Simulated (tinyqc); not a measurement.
Ballistic transport through the one-dimensional subbands of a rectangular nanowire or nanosheet channel: one step, computed by the program tinyqc.

Hard walls, parabolic subbands, transport along x. Energies are counted from the bulk conduction band edge at the top of the barrier, which the gate pulls down by U; the source Fermi level lies at the bulk edge when U = 0.

Question. Conductance, capacitance and scattering. Linear conductance G = (2 e^2/h) sum_i g f(eta_i), g = 2, f = 1/(1 + exp(-eta_i)), with the barrier frozen at the eta_i above; current per perimeter I/(2(a + b)); with scattering, transmission lambda/(lambda + L) and low-bias resistance (1 + L/lambda)/G.

Inputs (values chosen for the exercise, modelled on silicon):
```
quantity                                   value  unit
height a                                     4.5    nm
width b                                      5.2    nm
temperature T                                300     K
mean free path for back-scattering lambda     50    nm
channel length L                              93    nm
```

Valleys: silicon [100] wire.

Occupation:
```
subband      eta_i    n_i (1/nm)  I_i (microampere)
1         1.554504  3.436975e-01       4.907176e+00
2         0.750435  2.305768e-01       3.485588e+00
3        -0.810906  7.945111e-02       1.223708e+00
4        -1.020998  6.690514e-02       1.029136e+00
5        -1.647560  8.744646e-02       5.953758e-01
6        -3.973386  4.195260e-03       6.377493e-02
7        -4.753255  1.935616e-03       2.940774e-02
8        -7.410915  1.363951e-04       2.071288e-03
9        -8.106730  6.802892e-05       1.033065e-03
10       -9.776325  1.281340e-05       1.945773e-04
```

ballistic current I = 11.33747 microampere

Constants: e = 1.602176634e-19 C; h = 6.62607015e-34 J s.

Give: open modes sum g f; ballistic conductance; current per perimeter; transmission; low-bias resistance with scattering.

Answer.

open modes sum g f = 4.534

ballistic conductance = 351.3 microsiemens

current per perimeter = 584.4 microampere/micrometre

transmission = 0.3497

low-bias resistance with scattering = 8.142 kiloohm

Even without scattering the wire has h/(2 e^2 M) = 2.85 kiloohm, which sits in the contacts.
